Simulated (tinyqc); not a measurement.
Gas flow in a process chamber: flow regimes, conductance, effective pumping speed, pump-down, outgassing and purge: one step, computed by the program tinyqc. Command: `OMP_NUM_THREADS=1 python tinyqc.py 3120170 3120171 out.jsonl pump walk`. One thread of a shared host (Intel(R) Xeon(R) Processor @ 2.30GHz), about 0.07 s of CPU time with the checks.

Ideal gas, isothermal flow, a pump of constant speed at the end of a round pipe; process gas, volume gas and outgassing are given the same properties. 1 sccm = 101325 Pa x 1e-6 m^3/60 s x T/273.15 K.

Problem. Purging a well-mixed chamber. With steady flow a contaminant decays as exp(-t/residence time); gas used = flow x time.

Inputs (values chosen for the exercise, modelled on oxygen near room temperature): temperature T = 350 K; process gas flow = 15 sccm.

residence time = 0.03930410 s

Give: time to dilute 1e3 times; time to dilute 1e6 times; gas used for 1e6.

Solution.

time to dilute 1e3 times = 0.2715 s

time to dilute 1e6 times = 0.5430 s

gas used for 1e6 = 0.1358 standard cm^3
